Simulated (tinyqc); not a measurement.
# Six-transistor SRAM cell, nodal equations and margins: what changes with what

Two cross-coupled inverters (pull-down bn, pull-up bp) hold the nodes Q and QB; access transistors (ba, threshold VTn, gate on the word line at Vdd when selected) join them to the bit lines. Transistor (EKV form, voltages against the body): I = 2 n b Vt^2 [F(vp - Vs) - F(vp - Vd)] from drain to source, F(v) = ln^2(1 + exp(v/(2 Vt))), vp = (Vg - VT + sg |Vd - Vs|)/n. n-channel bodies are at 0; for the p-channel device all voltages are counted down from Vdd. b in uA/V^2 gives I in uA. For an access transistor the bit line is the drain and the node the source. In a read both bit lines are at Vdd. The cell is symmetric (no mismatch).

Parameters, values chosen for the exercise:
- T = 293 K (temperature)
- Vdd = 0.9 V (supply voltage)
- n = 1.22 (slope factor)
- sg = 0.082 (drain-induced barrier lowering)
- VTn = 0.39 V (n-channel threshold)
- VTp = 0.26 V (p-channel threshold (magnitude))
- bn = 290 uA/V^2 (gain factor of the pull-down transistor)
- ba = 190 uA/V^2 (gain factor of the access transistor)
- bp = 160 uA/V^2 (gain factor of the pull-up transistor)

Constants: q = 1.602176634e-19 C, kB = 1.380649e-23 J/K, Vt = kB T/q. Results are converted to the units shown.

Each table varies one quantity; the others keep the values above.

## Effect of the gain factor of the access transistor

f(x) is the node voltage of one half-cell for input x: In = Ip in hold, In = Ip + Ia in a read. Static noise margin: side of the largest square between the curve (x, f(x)) and its mirror image (f(y), y); with h(c) the root x of f(x) - x = c, it is the maximum over c > 0 of h(c) - h(-c) + c. Q is the low node in a read and Iread the current of its access transistor. The write trip is the voltage to which the bit line of the high node must fall (the other staying at Vdd) for that state to vanish; higher is easier, and a negative value means that a grounded bit line does not write.

The same in every row: hold margin (mV) = 332.9.

Result of one run:

| ba (uA/V^2) | read margin (mV) | Q in a read (mV) | Iread (uA) | write trip (mV) |
|---|---|---|---|---|
| 140 | 229.7 | 92.28 | 12.34 | 58.59 |

What becomes of these results when the gain factor of the access transistor ba is changed from 140 to 380 uA/V^2, all else the same?

Result of the changed run:

| ba (uA/V^2) | read margin (mV) | Q in a read (mV) | Iread (uA) | write trip (mV) |
|---|---|---|---|---|
| 380 | 175.4 | 169.1 | 20.61 | 242.7 |

The whole series:

| ba (uA/V^2) | read margin (mV) | Q in a read (mV) | Iread (uA) | write trip (mV) |
|---|---|---|---|---|
| 72 | 262.3 | 55.43 | 7.725 | -139.7 |
| 100 | 246.9 | 71.96 | 9.845 | -32.62 |
| 140 | 229.7 | 92.28 | 12.34 | 58.59 |
| 190 | 213.3 | 113.5 | 14.81 | 127.2 |
| 270 | 194.1 | 140.7 | 17.76 | 192.0 |
| 380 | 175.4 | 169.1 | 20.61 | 242.7 |

As ba goes from 72 to 380 uA/V^2, the read margin falls from 262 to 175 mV, the write trip rises from -140 to 243 mV and Iread rises from 7.72 to 20.6 uA. The read margin is 0.79 of the hold margin in the first row and 0.53 in the last. Read stability and write ability pull in opposite directions. For ba = 72 to 100 uA/V^2 the write trip is negative: the cell cannot be written without assist.

## Effect of the gain factor of the pull-down transistor

Same model as above.

Result of one run:

| bn (uA/V^2) | hold margin (mV) | read margin (mV) | Q in a read (mV) | Iread (uA) | write trip (mV) |
|---|---|---|---|---|---|
| 320 | 334.1 | 216.4 | 106.4 | 15.44 | 121.9 |

What becomes of these results when the gain factor of the pull-down transistor bn is changed from 320 to 180 uA/V^2, all else the same?

Result of the changed run:

| bn (uA/V^2) | hold margin (mV) | read margin (mV) | Q in a read (mV) | Iread (uA) | write trip (mV) |
|---|---|---|---|---|---|
| 180 | 325.1 | 199.6 | 151.0 | 11.68 | 152.6 |

The whole series:

| bn (uA/V^2) | hold margin (mV) | read margin (mV) | Q in a read (mV) | Iread (uA) | write trip (mV) |
|---|---|---|---|---|---|
| 180 | 325.1 | 199.6 | 151.0 | 11.68 | 152.6 |
| 240 | 330.1 | 207.6 | 127.9 | 13.57 | 137.4 |
| 320 | 334.1 | 216.4 | 106.4 | 15.44 | 121.9 |
| 420 | 336.9 | 225.3 | 88.09 | 17.14 | 107.2 |
| 550 | 338.6 | 234.3 | 72.06 | 18.70 | 92.76 |
| 720 | 339.3 | 243.0 | 58.25 | 20.09 | 78.76 |

As bn goes from 180 to 720 uA/V^2, the read margin rises from 200 to 243 mV, the write trip falls from 153 to 78.8 mV and Iread rises from 11.7 to 20.1 uA. The read margin is 0.61 of the hold margin in the first row and 0.72 in the last. Read stability and write ability pull in opposite directions.

Numbers from tinyqc (`OMP_NUM_THREADS=1 python tinyqc.py 2340129 2340130 out.jsonl`; about 0.2 s on one thread of a shared Intel Xeon 2.30GHz).
